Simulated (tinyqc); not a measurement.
Coherent transport through a tight-binding region between two chains, step by step. Computed by tinyqc, a small Python program that keeps every step. Settings: temperature = 4, mu = 0.13. Command: `OMP_NUM_THREADS=1 python tinyqc.py 28974 28975 out.jsonl` (the two numbers bound the seeds that draw the settings). One thread of a shared host (Intel(R) Xeon(R) Processor @ 2.60GHz), about 0.08 s of CPU time with the checks.

## Transmission at E = -0.21 eV

H of the central region (eV), lower triangle:
```
           1          2          3          4         5
1   0.000000
2  -1.190000   0.000000
3   0.000000  -1.190000   0.000000
4   0.000000   0.000000  -1.410000   0.000000
5   0.000000   0.000000   0.000000  -1.990000  0.000000
```

Leads: semi-infinite chains with site energy 0:

| parameter | value |
|---|---|
| lead hopping t (eV) | 2.940000 |
| coupling to the left lead (eV) | 0.280000 |
| coupling to the right lead (eV) | 0.600000 |
| left contact site | 1 |
| right contact site | 5 |

E = -0.210000 eV

Surface Green function g = (E - i sqrt(4 t^2 - E^2)) / (2 t^2); self-energy tc^2 g on each contact site; G = (E - H - Sigma)^(-1); Gamma = -2 Im Sigma; T = Gamma_L Gamma_R |G_LR|^2; local density of states -Im G_ii / pi.

g = -0.012148-0.339919i 1/eV

G (1/eV), lower triangle:
```
                     1                    2                    3                   4
1  -1.802769-0.320944i
2   0.516456-0.016008i   0.090367-0.014378i
3   1.893908+0.318119i   0.339828+0.013471i  -1.833939-0.315742i
4  -0.153803+0.060890i  -0.025655+0.014141i   0.149275-0.058394i  0.043885-0.020631i
5  -1.358145-0.218975i  -0.243490-0.008052i   1.315176+0.217554i  0.401376+0.039198i

                     5
5  -0.889502-0.150010i
```

local density of states (1/eV): 0.102160  0.004577  0.100504  0.006567  0.047750

transmission = 0.024687

## Transmission across the band

The same steps on a grid of energies.

T(E):

| E (eV) | T |
|---|---|
| -5.58600000 | 1.34e-09 |
| -5.02740000 | 1.26e-08 |
| -4.46880000 | 8.24e-08 |
| -3.91020000 | 6.25e-07 |
| -3.35160000 | 0.000008 |
| -2.79300000 | 0.000589 |
| -2.23440000 | 0.001452 |
| -1.67580000 | 0.009500 |
| -1.11720000 | 0.007255 |
| -0.55860000 | 0.005072 |
| 0 | 0.844052 |
| 0.55860000 | 0.005072 |
| 1.11720000 | 0.007255 |
| 1.67580000 | 0.009500 |
| 2.23440000 | 0.001452 |
| 2.79300000 | 0.000589 |
| 3.35160000 | 0.000008 |
| 3.91020000 | 6.25e-07 |
| 4.46880000 | 8.24e-08 |
| 5.02740000 | 1.26e-08 |
| 5.58600000 | 1.34e-09 |

levels of the isolated region (eV): -2.584550  -1.449311  0.000000  1.449311  2.584550

## Current

I = (2e/h) int T(E) [f(E - mu - V/2) - f(E - mu + V/2)] dE at 4 K with mu = 0.13 eV, the bias not changing H; 2e^2/h = 77.48092 microsiemens; the integral runs over the band on 4001 points.

Current:

| V (volt) | I (microampere) |
|---|---|
| 0.010000 | 0.045830 |
| 0.050000 | 0.239743 |
| 0.100000 | 0.522065 |
| 0.200000 | 1.661299 |
| 0.400000 | 5.975414 |
| 0.800000 | 6.900625 |
